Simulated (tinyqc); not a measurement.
Octagonal on-chip spiral inductor, lumped pi model: one step of the calculation.

Outer diameter do = di + 2 n wd + 2 (n - 1) sp, mean da = (do + di)/2, fill p = (do - di)/(do + di), length l = 3.314 n da. L = 2.25 mu0 n^2 da/(1 + 3.55 p), mu0 = 4 pi 1e-7 H/m. Rs = rho l/(wd delta (1 - exp(-th/delta))), delta = sqrt(rho/(pi f mu0)). Cs = n wd^2 eps0 eo/hu across the coil. At each end Cox = l wd eps0 eo/(2 ho) leads to the substrate branch Rsi = 2 rs he/(l wd) in parallel with Csi = l wd eps0 11.7/(2 he). With one end grounded Y = 1/(Rs + i w L) + i w Cs + 1/[1/(i w Cox) + 1/(1/Rsi + i w Csi)], w = 2 pi f; Q = -Im Y/Re Y. Eddy currents in neighbouring turns and in the substrate are left out.

Question. Geometry and model elements. do, l, L, delta, Rs, Cs, Cox, Rsi and Csi as defined.

Parameters, values chosen for the exercise; values of the order met in silicon radio-frequency processes: number of turns n = 4.5; line width wd = 15 um; space between turns sp = 2 um; inner diameter di = 60 um; metal thickness th = 4 um; metal resistivity rho = 3 uohm cm; oxide below the coil ho = 8.6 um; oxide between coil and underpass hu = 1.1 um; relative permittivity of the oxide eo = 3.9; substrate resistivity rs = 1000 ohm cm; effective spreading depth in the substrate he = 30 um; frequency f = 1.8 GHz.

Constants: eps0 = 8.8541878128e-12 F/m. Results are converted to the units shown.

Find: do; l; L; delta; Rs; Cs; Cox; Rsi; Csi.

Answer.

do = 209.0 um
l = 2006 um
L = 2.596 nH
delta = 2.055 um
Rs = 2.277 ohm
Cs = 31.78 fF
Cox = 60.40 fF
Rsi = 1.994e4 ohm
Csi = 51.95 fF

tinyqc, about 0.01 s, one thread, Intel Xeon 2.30GHz (shared host): `OMP_NUM_THREADS=1 python tinyqc.py 2302005 2302006 out.jsonl`
